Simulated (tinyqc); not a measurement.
Weibull analysis of times to dielectric breakdown, with area scaling: one step of the calculation.

Breakdown times follow F(t) = 1 - exp(-(t/t63)^beta). The 8 times below were drawn at random from beta = 3.2, t63 = 2800 s and are treated as data; all samples failed.

Problem. Scale parameter and projection to the product. t63 = (mean of t^beta)^(1/beta). Defects are spread at random, so -ln(1 - F) is proportional to the area: t63(A2) = t63 (A1/A2)^(1/beta), and the time to the share Fp is t63(A2) (-ln(1 - Fp))^(1/beta).

Inputs (values chosen for the exercise): area of a test capacitor A1 = 91 um^2; gate area of the product A2 = 2.6e6 um^2; allowed share of failed products Fp = 1e-5; Weibull slope beta = 3.2.

t, i 1 to 8 (s): 1010  1050  1150  2290  2420  2490  3350  3470
converged beta = 2.5701484

Wanted: t63; t63 of the product; time to Fp; decades lost against t63.

Solution.

t63 = 2437.1 s
t63 of the product = 44.993 s
time to Fp = 0.51019 s
decades lost against t63 = 3.6791

The straight-line values give 0.0427 s for the time to Fp and the values that made the data 3.11 s: with 8 samples beta is uncertain by about 0.78/sqrt(n) = 28 %, and the projection hangs on 1/beta.

Computed by the program tinyqc: `OMP_NUM_THREADS=1 python tinyqc.py 2070173 2070174 out.jsonl`, one thread of a shared Intel Xeon 2.30GHz, about 0.01 s for the whole run.
